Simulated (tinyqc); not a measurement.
Inside a calculation. Model: Schottky diode by thermionic emission with image-force lowering and series resistance.

Computed by the program tinyqc: `OMP_NUM_THREADS=1 python tinyqc.py 2640001 2640002 out.jsonl`, one thread of a shared Intel Xeon 2.30GHz, about 0.01 s for the whole run. Printed values are rounded.

Metal on an n-type semiconductor with one parabolic valley; V > 0 is forward bias (metal positive). I = I0 [exp(Vj/(n Vt)) - 1] with Vj = V - I Rs; I0 = S A* T^2 exp(-(phi - dphi)/Vt), the lowering dphi taken at zero bias.

Values chosen for this exercise; band and dielectric values those of a made-up semiconductor: temperature T = 250 K; electron mass me = 0.237 m0; relative permittivity eps_r = 8; barrier height seen from the metal phi = 0.73 eV; donor density Nd = 1.7e17 cm^-3; area S = 0.0071 cm^2; ideality factor n = 1.08; series resistance Rs = 1.3 ohm; applied bias V = 0.66 V.

Constants: q = 1.602176634e-19 C, kB = 1.380649e-23 J/K, h = 6.62607015e-34 J s, m0 = 9.1093837015e-31 kg, Vt = kB T/q, eps0 = 8.8541878128e-14 F/cm where lengths are in cm. Results are converted to the units shown.

## Saturation current

A* = 4 pi q me m0 kB^2/h^3 (times 1e-4 for A/(cm^2 K^2)); Nc = 2 (2 pi me m0 kB T/h^2)^1.5 (times 1e-6 for cm^-3); xi = Vt ln(Nc/Nd), Vbi = phi - xi; surface field Em = sqrt(2 q Nd (Vbi - V - Vt)/(eps0 eps_r)); dphi = sqrt(q Em/(4 pi eps0 eps_r)). Here V = 0 in Em.

A* = 28.4811 A/(cm^2 K^2)
Nc = 2.20253e18 cm^-3
Vbi = 0.674815 V
Em = 224.142 kV/cm
dphi = 63.5173 meV
I0 = 4.63441e-10 A

The lowering raises I0 by a factor of 19.1.

## Iteration 1: junction voltage

Vj at the start = 0.36 V

Fixed-point step: I = (V - Vj)/Rs, then Vj(new) = n Vt ln(1 + I/I0).

Vj after iteration 1 = 0.465941 V

## Iteration 2: junction voltage

As before.

Vj after iteration 2 = 0.455806 V

## Course of the iteration

Stop when Vj changes by less than 1e-10 V, or after 50 iterations.

Course of the iteration:
```
iteration	Vj (V)	change (V)
1	0.465941	0.106
2	0.455806	0.0101
3	0.456990	1.18e-3
4	0.456855	1.35e-4
5	0.456870	1.55e-5
6	0.456868	1.78e-6
7	0.456869	2.03e-7
8	0.456869	2.33e-8
9	0.456869	2.67e-9
10	0.456869	3.06e-10
11	0.456869	3.50e-11
```

Converged in 11 iterations. The error shrinks by n Vt/(Rs (I + I0)) = 0.11 a step near the solution.

## Current and small-signal resistance

converged Vj = 0.456869 V

I = I0 [exp(Vj/(n Vt)) - 1], dV/dI = Rs + n Vt/(I + I0).

I = 156.255 mA
drop over Rs = 0.203131 V
dV/dI = 1.44890 ohm
